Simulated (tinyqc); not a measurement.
Free and trapped electrons in a MOS channel with a dense trap tail: effect of the temperature.

p-type body, charge-sheet picture, full ionisation (an idealisation for deep acceptors), Boltzmann statistics for free electrons. e = Ec - EF at the surface. Acceptor-like traps of density D(E) = D0 + De exp(-E/Ew) at depth E below Ec, from 0 to Eu, hold n_t = integral of D(E)/(1 + exp((e - E)/Vt)). psi = Eg - Vt ln(Nv/Na) - e; N_dep = sqrt(2 eps0 eps_r Na (psi - Vt)/q); n_f = sqrt(N_dep^2 + 2 eps0 eps_r Vt Nc exp(-e/Vt)/q) - N_dep; Vg = Vfb + psi + q (N_dep + n_t + n_f)/Cox, Cox = eps0 eox/tox.

Nc and Nv are given at 250 K and scale as (T/250 K)^1.5; Eg, Vfb and mf are held fixed. VT is the Vg for n_f = 1e11 cm^-2; swing ln 10 n_f/(dn_f/dVg) at n_f = 1e8 cm^-2; the last three columns are for Vg = VT + 2.2 V, with free share n_f/(n_f + n_t) and field-effect mobility mf q (dn_f/dVg)/Cox; there EF is near the band edge, where Boltzmann statistics are rough.

Inputs (values chosen for the exercise); band and dielectric values close to those of 4H silicon carbide:
- Eg = 3.26 eV (band gap)
- eps_r = 9.88 (relative permittivity)
- Nc = 1.32e19 cm^-3 (conduction-band density of states at the reference temperature)
- Nv = 1.89e19 cm^-3 (valence-band density of states at the reference temperature)
- eox = 3.9 (relative permittivity of the insulator)
- tox = 27 nm (insulator thickness)
- Na = 1.7e17 cm^-3 (acceptor density)
- Vfb = -2.67 V (flat-band voltage without trapped charge)
- D0 = 1.6e11 cm^-2 eV^-1 (constant background density of acceptor-like traps)
- De = 3.4e12 cm^-2 eV^-1 (density of the tail at the conduction edge)
- Ew = 0.07 eV (decay energy of the tail)
- Eu = 0.98 eV (depth below Ec down to which the traps reach)
- mf = 190 cm^2/(V s) (mobility of free electrons)

Constants: q = 1.602176634e-19 C, kB = 1.380649e-23 J/K, Vt = kB T/q, eps0 = 8.8541878128e-14 F/cm where lengths are in cm. Results are converted to the units shown.

Results:

| T (K) | e at VT (eV) | VT (V) | q n_t/Cox at VT (V) | swing (mV/decade) | n_f (cm^-2) | free share (%) | field-effect mobility (cm^2/(V s)) |
|---|---|---|---|---|---|---|---|
| 200 | 0.02209 | 4.052 | 0.4076 | 92.27 | 1.730e12 | 81.69 | 186.3 |
| 250 | 0.03980 | 3.944 | 0.3665 | 101.4 | 1.689e12 | 81.62 | 184.7 |
| 300 | 0.05975 | 3.833 | 0.3280 | 112.7 | 1.653e12 | 81.72 | 182.9 |
| 350 | 0.08160 | 3.722 | 0.2938 | 126.2 | 1.624e12 | 82.00 | 181.0 |
| 400 | 0.1051 | 3.611 | 0.2644 | 141.5 | 1.601e12 | 82.45 | 179.1 |
| 500 | 0.1563 | 3.392 | 0.2184 | 175.6 | 1.567e12 | 83.66 | 175.9 |
| 550 | 0.1837 | 3.283 | 0.2006 | 193.8 | 1.555e12 | 84.36 | 174.6 |

Estimate the missing row, T = 450 K.

Computed row:

| T (K) | e at VT (eV) | VT (V) | q n_t/Cox at VT (V) | swing (mV/decade) | n_f (cm^-2) | free share (%) | field-effect mobility (cm^2/(V s)) |
|---|---|---|---|---|---|---|---|
| 450 | 0.1300 | 3.502 | 0.2394 | 158.0 | 1.582e12 | 83.01 | 177.4 |

With this row back in the table: As T goes from 200 to 550, VT falls from 4.05 to 3.28 V, its part due to traps falls from 0.408 to 0.201 V, the swing rises from 92.3 to 194 mV/decade and the field-effect mobility falls from 186 to 175 cm^2/(V s). On heating the same n_f is reached with EF deeper in the gap, where fewer tail states are filled. For T = 200, 250 e is under 2 Vt already at VT, so VT too is rough.

Program tinyqc, `OMP_NUM_THREADS=1 python tinyqc.py 2222110 2222111 out.jsonl`; Intel Xeon 2.30GHz, shared host, one thread, about 0.02 s.
